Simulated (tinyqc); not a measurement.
# Silicon n-p-n transistor, Gummel numbers and transit times: Cut-off frequency against collector current

One-dimensional n-p-n transistor in the forward active mode at low injection. In the base p(x) = NB exp(-eta x/wb) and ni(x)^2 = ni^2 exp((g0 + g1 x/wb)/Vt); electrons leave the base at vsat; band spikes at the emitter junction and recombination inside the emitter are ignored.

f(x) = p(x) ni^2/ni(x)^2; I(x) = integral from x to wb of f/Dn, plus f(wb)/vsat; base Gummel number GB = I(0); electron density per unit flux n/(J/q) = I/f; base transit time tauB = integral of I/f over the base. ni = sqrt(Nc Nv) exp(-Eg/(2 Vt)), Eg in volts; JC = J0 exp(VBE/Vt), J0 = q ni^2/GB; collector layer one-sided, Wc = sqrt(2 eps0 eps_r (Vbc + VCB)/(q NC)), Vbc = Vt ln(NB exp(-eta) NC/ni^2), Cjc = eps0 eps_r/Wc, tauC = Wc/(2 vsat). Delay 1/(2 pi fT) = tauE + tauB + tauC + tauR with tauE = Vt (Cj + Cjc)/JC and tauR = Rc Cjc. Charge stored in the emitter is left out. The Kirk effect, also left out, sets in near JC = q NC vsat. n(0) = (JC/q) I(0)/f(0).

Parameters, values chosen for the exercise; band and dielectric values close to those of silicon: temperature T = 250 K; band gap Eg = 1.1 eV; relative permittivity eps_r = 11.6; conduction-band density of states at T Nc = 2.14e19 cm^-3; valence-band density of states at T Nv = 2.02e19 cm^-3; saturation velocity vsat = 9.99e6 cm/s; neutral base width wb = 160 nm; base doping at the emitter edge NB = 1.9e17 cm^-3; doping falls as exp(-eta x/wb) eta = 0; gap reduction at the emitter edge of the base g0 = 0 eV; further gap reduction across the base (linear) g1 = 0 eV; electron diffusion coefficient in the base Dn = 9.9 cm^2/s; collector doping NC = 5.3e15 cm^-3; collector-base reverse bias VCB = 1.7 V; emitter junction capacitance Cj = 1.2 fF/um^2; emitter plus collector resistance Rc = 51 ohm um^2.

Constants: q = 1.602176634e-19 C, kB = 1.380649e-23 J/K, Vt = kB T/q, eps0 = 8.8541878128e-14 F/cm where lengths are in cm. Results are converted to the units shown.

The same in every row: tauB (ps) = 14.53; tauC (ps) = 3.908; tauR (ps) = 0.006708.

Result of one run:
```
VBE (V)  tauE (ps)  fT (GHz)  JC/(q NC vsat)  n(0)/NB
0.8357       2.869     7.467          0.1179  0.05638
```

Which collector current density JC gave this result: 0.00028, 0.005, 0.01 or 0.089 mA/um^2?

JC = 0.01 mA/um^2.

The whole series:
```
JC (mA/um^2)  VBE (V)  tauE (ps)  fT (GHz)  JC/(q NC vsat)   n(0)/NB
0.00028        0.7587      102.4     1.316        0.003301  0.001579
0.00058        0.7744      49.46     2.344        0.006837  0.003270
0.0012         0.7901      23.90     3.758         0.01415  0.006766
0.0024         0.8050      11.95     5.236         0.02829   0.01353
0.005          0.8208      5.737     6.581         0.05894   0.02819
0.01           0.8357      2.869     7.467          0.1179   0.05638
0.021          0.8517      1.366     8.033          0.2476    0.1184
0.043          0.8672     0.6671     8.327          0.5069    0.2424
0.089          0.8828     0.3223     8.480           1.049    0.5018
```

fT rises from 1.32 to 8.48 GHz as the charging time falls as 1/JC; its limit for vanishing tauE is 8.63 GHz, of which the largest delay is tauB (78.8 %). tauE equals the other delays together at JC = 0.00156 mA/um^2. For JC = 0.089 JC nears or passes q NC vsat, where base push-out would lower fT. For JC = 0.043, 0.089 the electron density at the emitter edge exceeds a fifth of NB, beyond low injection.

Range of the model: Heavy doping makes emitter or base degenerate; gE and g0 are to be read as apparent gap changes that include this.

tinyqc, about 0.01 s, one thread, Intel Xeon 2.30GHz (shared host): `OMP_NUM_THREADS=1 python tinyqc.py 2320066 2320067 out.jsonl`
